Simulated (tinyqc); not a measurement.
What moves the count of states: density of states of one tight-binding band on the triangular lattice.

E(k) = -2 t (cos 2 pi k1 + cos 2 pi k2 + cos 2 pi (k1 + k2)); k in fractions of the reciprocal vectors, mesh k_i = j/N with j = 0 .. N-1. Densities are per cell and per spin, so the band holds one state.

Each cell of the mesh is cut along (i+1, j)-(i, j+1) into two triangles. For corner energies e1 <= e2 <= e3 and eij = ei - ej, the share of the triangle below E is n = (E - e1)^2/(e21 e31) for e1 < E < e2 and n = 1 - (e3 - E)^2/(e31 e32) for e2 < E < e3; its density of states is g = dn/dE.

Gaussian broadening: g(E) = mean over the mesh of exp(-(E - E_k)^2/(2 sigma^2))/(sigma sqrt(2 pi)), n(E) = mean of erfc((E_k - E)/(sigma sqrt 2))/2.

Parameters, chosen for this exercise: t = 1.1 eV (nearest hopping); E = 1.57 eV (energy at which the density is wanted); sigma = 0.33 eV (Gaussian width).

Linear method and Gaussian sum with N = 48.

Results for these values:

| case | n linear | g linear (1/eV) | n Gaussian | g Gaussian (1/eV) |
|---|---|---|---|---|
| base | 0.5963 | 0.1739 | 0.6031 | 0.1876 |

What happens to each result for sigma = 0.66 eV, all else kept?

Answer: n linear does not change at the printed digits; g linear does not change at the printed digits; n Gaussian rises from 0.6031 to 0.6207; g Gaussian rises from 0.1876 to 0.1913.

The same for each parameter in turn:

| case | n linear | g linear (1/eV) | n Gaussian | g Gaussian (1/eV) |
|---|---|---|---|---|
| base | 0.5963 | 0.1739 | 0.6031 | 0.1876 |
| t = 1.21 eV | 0.5727 | 0.1456 | 0.5767 | 0.1523 |
| E = 1.68 eV | 0.6163 | 0.1887 | 0.6247 | 0.2044 |
| sigma = 0.66 eV | 0.5963 | 0.1739 | 0.6207 | 0.1913 |

Computed by tinyqc, a small Python program: `OMP_NUM_THREADS=1 python tinyqc.py 1682359 1682360 out.jsonl` (the numbers bound the seed that draws the inputs); one thread of a shared host (Intel(R) Xeon(R) Processor @ 2.30GHz), about 0.09 s for the whole set of steps.
